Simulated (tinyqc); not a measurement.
## Doping and voltage from widths and field

Inverse problem. In the depletion approximation an abrupt p-n junction has a triangular field: peak E = q Nd xn/(eps0 eps_r) = q Na xp/(eps0 eps_r), W = xn + xp, and Vbi - V = E W/2. Find Nd, Na and Vbi - V.

Values chosen for this exercise:
- eps_r = 9.86 (relative permittivity)

Constants: q = 1.602176634e-19 C, eps0 = 8.8541878128e-14 F/cm where lengths are in cm. Results are converted to the units shown.

W = 745.68063 nm
peak field = 40.648025 kV/cm
xn = 714.48482 nm

Answer. Gauss's law on each side gives its doping from the peak field and its width; the voltage is the area of the triangle.

Nd = 3.10e15 cm^-3
Na = 7.10e16 cm^-3
Vbi - V = 1.52 V

Computed by the program tinyqc: `OMP_NUM_THREADS=1 python tinyqc.py 2000017 2000018 out.jsonl`, one thread of a shared Intel Xeon 2.30GHz, about 0.01 s for the whole run.
